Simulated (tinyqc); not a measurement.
Trap-assisted generation and recombination current of an abrupt junction. Changing the forward bias V. Computed by tinyqc, a small Python program. Command: `OMP_NUM_THREADS=1 python tinyqc.py 3006985 3006986 out.jsonl junctionleak sweep`. One thread of a shared host (Intel(R) Xeon(R) Processor @ 2.30GHz), about 0.02 s of CPU time with the checks.

Depletion approximation, flat quasi-Fermi levels across the depleted layer, long neutral regions with minority lifetimes tau_n and tau_p, full ionisation and Boltzmann statistics. Voltages in exponents stand for e V.

Inputs (values chosen for the exercise, with bands and screening modelled on GaSb):
```
quantity                              value    unit
gap E_g                               0.707      eV
electron mass m_e                    0.0399     m_0
valleys M_c                               1       -
hole mass m_h                         0.388     m_0
dielectric constant eps                15.7       -
acceptor density N_A                1.6e+17   cm^-3
donor density N_D                   2.7e+18   cm^-3
capture time tau_n                  2.1e-05       s
capture time tau_p                  4.3e-08       s
trap level E_t - E_i                      0      eV
electron diffusion coefficient D_n       78  cm^2/s
hole diffusion coefficient D_p          2.4  cm^2/s
temperature T                           450       K
```

Field enhancement: none.

Constants: k_B = 8.617333262e-05 eV/K; m_0 = 9.1093837015e-31 kg; k_B = 1.380649e-23 J/K; h = 6.62607015e-34 J s; e = 1.602176634e-19 C; eps_0 = 8.8541878128e-12 F/m.

Method:
- N_c = 2 M_c (2 pi m_e k_B T/h^2)^(3/2) and N_v = 2 (2 pi m_h k_B T/h^2)^(3/2), masses in units of m_0.
- n_i = sqrt(N_c N_v) exp(-E_g/2 k_B T); V_bi = (k_B T/e) ln(N_A N_D/n_i^2); diffusion saturation current J_d0 = e n_i^2 [sqrt(D_n/tau_n)/N_A + sqrt(D_p/tau_p)/N_D].
- W = sqrt(2 eps eps_0 (V_bi - V)(1/N_A + 1/N_D)/e), x_p = W N_D/(N_A + N_D), x_n = W - x_p, peak field F_m = 2 (V_bi - V)/W; reverse bias means V = -V_r.
- Potential from the p edge: phi = (V_bi - V) x^2/(x_p W) on the p side and (V_bi - V)[1 - (W - x)^2/(x_n W)] on the n side; p = N_A exp(-phi/k_B T), n = n_i^2 exp(V/k_B T)/p; U = (n p - n_i^2)/[tau_p (n + n_i exp(dE/k_B T)) + tau_n (p + n_i exp(-dE/k_B T))], dE = E_t - E_i, n1 = n_i exp(dE/k_B T), p1 = n_i exp(-dE/k_B T); J_t = e int U dx by the trapezoid rule on 400 intervals on each side.
- Total J = J_t + J_d0 (exp(V/k_B T) - 1); ideality n = (e/k_B T) dV/d ln J, central difference of 1 mV.

One run for each value:
```
forward bias V (V)  total forward current (A/cm^2)  recombination current in the layer (A/cm^2)  ideality factor
0.071                                   6.2886e-04                                    0.0000141           0.8426
0.130                                   3.2889e-03                                    0.0000539           0.9686
0.190                                   1.5805e-02                                    0.0001713           0.9958
0.240                                   5.7477e-02                                    0.0004085           1.0005
0.300                                   2.6964e-01                                    0.0010665           1.0012
0.360                                   1.2650e+00                                    0.0025954           1.0008
```

Over the rows, total forward current (A/cm^2) rises from 6.29e-4 to 1.26 (exponent d ln y / d ln x 2.7 between the first rows and 8.5 between the last); recombination current in the layer (A/cm^2) rises from 1.41e-5 to 0.00260 (exponent d ln y / d ln x 2.2 between the first rows and 4.9 between the last); ideality factor goes from 0.843 through a maximum among these rows, 1.00 at 0.300, to 1.00.  Left out: 0.420, 0.470, 0.530 (the injected density, weighted by the ratio of capture times where that exceeds one, passes a tenth of the doping).

Caution (all rows): one side is doped near or above its effective density of states, so Boltzmann statistics understate V_bi.

Extremes, crossings and ranges named in words are read from the listed rows.
